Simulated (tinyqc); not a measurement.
What moves the results: donor level screened by free carriers (Yukawa potential). A value that a table varies takes the place of the one given here.

Potential -(q/(eps r)) exp(-ks r), q = e^2/(4 pi eps0). In units Ry* = Ry m/eps^2 and a* = a0 eps/m the problem is [-Laplacian - 2 exp(-x r)/r] psi = E psi with x = ks a*.

Converged values use 18 functions exp(-z r), z = 1.55^i, i = -11 to 6: S = 2/A^3, H = z_i z_j S - 2/(A + x)^2, A = z_i + z_j.

Screening wave number: Debye ks^2 = 4 pi q n/(eps kB T); Thomas-Fermi ks^2 = 6 pi q n/(eps EF) with EF = c (3 pi^2 n/gv)^(2/3)/m, c = hbar^2/2m0; the two are joined by 1/ks^2 = sqrt(1/ks_D^4 + 1/ks_TF^4). 1e18/cm^3 = 1e-6/angstrom^3, q = e^2/(4 pi eps0).

Constants: e^2/(4 pi eps0) = 14.39964547 eV angstrom; kB = 8.617333262e-05 eV/K; hbar^2/2m0 = 3.80998211 eV angstrom^2; Ry = 13.60569312 eV; a0 (Bohr radius) = 0.5291772105 angstrom.

Parameters, chosen for this exercise (near those of a donor in InP, with one mean mass; not measured data): xs = (0.08, 0.16, 0.31, 0.44, 0.7, 0.93, 1.04) (values of x); m = 0.081 m0 (mass); eps = 12.4 (dielectric constant); gv = 1 (valleys); T = 300 K (temperature); nl = (0.0025, 0.0083, 0.025, 0.083, 0.25, 0.83, 2.5) x 1e18/cm^3 (densities); n = 0.083 x 1e18/cm^3 (free-carrier density).

## Towards the loss of the bound state

First order (-1 + 2x), one-parameter (minimum of z^2 - 8 z^3/(2z + x)^2) and converged 1s energies in Ry*, and the mean radius in a*; a dash marks an unbound result.

Results:

| x | first order | trial function | converged | <r> |
|---|---|---|---|---|
| 0.08 | -0.8400 | -0.8491 | -0.8491 | 1.51 |
| 0.16 | -0.6800 | -0.7149 | -0.7150 | 1.53 |
| 0.31 | -0.3800 | -0.5019 | -0.5026 | 1.62 |
| 0.44 | -0.1200 | -0.3523 | -0.3545 | 1.73 |
| 0.70 | - | -0.1350 | -0.1437 | 2.20 |
| 0.93 | - | -0.0210 | -0.0389 | 3.41 |
| 1.04 | - | - | -0.0128 | 5.31 |

What does this show, and why?

First order loses the state at x = 0.5, the trial function reaches zero energy at x = 1.00, and the exact limit is 1.19. The radius starts at 1.5 a*, grows slowly at first (1.62 at x = 0.31), then steadily, and swells towards the end (5.3 at 1.04), where a single exponential fails: the binding vanishes as the square of the distance from 1.19.

## Binding against carrier density

Ry* = 7.1674 meV
a* = 81.010 angstrom

x from the joined ks; converged 1s binding (dash: x above 1.17, at or past the limit 1.19 where the state unbinds).

Results:

| n (1e18/cm^3) | EF/kB T | 1/ks (angstrom) | x | binding (meV) | n^(1/3) a* |
|---|---|---|---|---|---|
| 0.0025 | 0.03 | 841.9 | 0.096 | 5.88 | 0.110 |
| 0.0083 | 0.07 | 462.3 | 0.175 | 4.95 | 0.164 |
| 0.025 | 0.15 | 266.9 | 0.304 | 3.66 | 0.237 |
| 0.083 | 0.33 | 147.8 | 0.548 | 1.82 | 0.353 |
| 0.25 | 0.69 | 88.3 | 0.917 | 0.31 | 0.510 |
| 0.83 | 1.54 | 55.3 | 1.465 | - | 0.761 |
| 2.5 | 3.21 | 40.9 | 1.981 | - | 1.099 |

What can be read from the table?

The binding falls from 5.9 to 0.3 meV (bare value 7.2); it passes half the bare value between 0.025 and 0.083 x 1e18/cm^3. The level is unbound, or bound by less than 0.001 Ry*, from 0.83 x 1e18/cm^3 on; as the density rises, it is lost by the time n^(1/3) a* reaches 0.76. x grows with exponent 0.50 in n at the start and 0.27 at the end (1/2 for Debye, 1/6 for Thomas-Fermi screening). The level survives to n^(1/3) a* = 0.51, past the 0.26 of the Mott rule, which corresponds to x = 1 for one valley with degenerate screening; here the level lasts until x = 1.19, the screening is at most the degenerate value, and overlap of donors is left out.

## What each parameter does

Ry* = Ry m/eps^2, a* = a0 eps/m, x = ks a* with the joined ks; converged binding. Each row changes one parameter from the base and keeps the others.

Results:

| case | 1/ks (angstrom) | x | binding in Ry* | binding (meV) |
|---|---|---|---|---|
| base | 147.8 | 0.548 | 0.254 | 1.82 |
| n = 0.0415 x 1e18/cm^3 | 207.6 | 0.390 | 0.408 | 2.92 |
| T = 270 K | 140.6 | 0.576 | 0.231 | 1.66 |
| m = 0.091 m0 | 147.5 | 0.489 | 0.307 | 2.47 |
| eps = 11.4 | 141.8 | 0.525 | 0.273 | 2.32 |
| gv = 2 | 146.8 | 0.552 | 0.251 | 1.80 |

How do the results move?

The largest shifts from the base row, up to three for each result and ties (the steps differ in size, so this ranks the rows, not the parameters). 1/ks (angstrom): n +59.8, T -7.2, eps -6.1. x: n -0.158, m -0.059, T +0.028. binding in Ry*: n +0.154, m +0.053, T -0.023. binding (meV): n +1.10, m +0.65, eps +0.50.

tinyqc: `OMP_NUM_THREADS=1 python tinyqc.py 1251926 1251927 out.jsonl`; about 0.01 s, one thread, shared Intel(R) Xeon(R) Processor @ 2.30GHz.
